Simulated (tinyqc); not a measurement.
Worked calculation: deep level with several charge states, and Shockley-Read-Hall recombination. Values are carried at full precision from step to step, so a last printed digit may differ when a step is redone from the rounded ones.

Energies from Ev. The defect has charge states +1, 0, -1 with weights 1, gm exp((EF - E1)/kT), exp((2 EF - E1 - E2)/kT); the shares are the weights over their sum. Boltzmann carriers: n = Nc exp((EF - Eg)/kT), p = Nv exp(-EF/kT). Neutrality: p - n + Nd + Nt <q> = 0.

Constants: kB = 8.617333262e-05 eV/K.

Parameters, chosen for this exercise (gap and densities of states near those of GaAs at this temperature; not measured data): Eg = 1.425 eV (gap); Nc = 4.38e+17 1/cm^3 (conduction-band density of states); Nv = 9.48e+18 1/cm^3 (valence-band density of states); T = 300 K; E1 = 1.047 eV (level (+1/0) above Ev); E2 = 0.938 eV (level (0/-1) above Ev); gm = 1 (degeneracy of the middle state, the others 1); Nt = 1.5e+14 1/cm^3 (defects); Nd = -1e+15 1/cm^3 (ionised shallow donors minus acceptors); E_try = 0.738 eV (trial Fermi level); Et = 1.047 eV (recombination level above Ev); sn = 2e-14 cm^2 (electron capture cross-section); sp_ = 1e-16 cm^2 (hole capture cross-section); vth = 18000000 cm/s (thermal velocity, both carriers); Nm = 1.5e+15 1/cm^3 (equilibrium holes for the lifetime steps); dn = 4.5e+13 1/cm^3 (excess pairs).

## Charge states at a trial Fermi level

Form the exponents, the shares, the mean charge and the residual of neutrality at EF = E_try.

exponents of the second and third weights: -11.953  -19.689

shares: +1 1.0000, 0 0.0000, -1 0.0000

<q> = 1.0000

n, p (1/cm^3): 1.26e+06  3.79e+06

residual = -8.50e+14 1/cm^3

The residual is negative, so EF must fall.

## The neutral state

Solve for EF.

EF = 0.2409 eV

shares at EF: +1 1.000, 0 0.000, -1 0.000

n = 0.00562 1/cm^3
p = 8.50e+14 1/cm^3

Without the defects the majority density would be 1.00e+15 1/cm^3; with them the density of these carriers is 8.50e+14, so they compensate part of the doping. Most defects are in the state +1. The level order is inverted (negative U), so the middle state is never the most common.

## Recombination through one level

One level at Et with degeneracy 1: tn = 1/(sn vth Nt), tp = 1/(sp_ vth Nt), n1 = Nc exp((Et - Eg)/kT), p1 = Nv exp(-Et/kT), ni^2 = n1 p1. Equilibrium p0 = Nm, n0 = ni^2/Nm; n = n0 + dn, p = p0 + dn. U = (n p - ni^2)/(tp (n + n1) + tn (p + p1)), lifetime dn/U; emission rates en = sn vth n1, ep = sp_ vth p1.

Evaluate each quantity.

tn, tp (microsecond): 0.01852  3.704

n1, p1 (1/cm^3): 1.96e+11  24.4

U = 3.55e+20 1/(cm^3 s)
lifetime = 0.127 microsecond

The lifetime is 6.851 times the minority capture time tn and 0.0341 times tn + tp, the limit of high injection.

## Emission and generation in a depleted region

With n = p = 0 the level generates pairs at G = Nt en ep/(en + ep); generation lifetime tg = ni/G; current density e G W for a width W = 1 micrometre, e = 1.602176634e-19 C.

en, ep (1/s): 7.04e+04  4.40e-08

G = 6.60e+06 1/(cm^3 s)
tg = 3.31e+05 microsecond
current density = 1.06e-16 A/cm^2

The slower step, hole emission, limits the rate: en/ep = 1.6e+12.

## Checks

- U against hole capture minus emission at the steady occupation of the level (1/(cm^3 s)): both 3.547e+20.

Computed by tinyqc, a small Python program: `OMP_NUM_THREADS=1 python tinyqc.py 1651040 1651041 out.jsonl` (the numbers bound the seed that draws the inputs); one thread of a shared host (Intel(R) Xeon(R) Processor @ 2.30GHz), about 0.01 s for the whole set of steps.
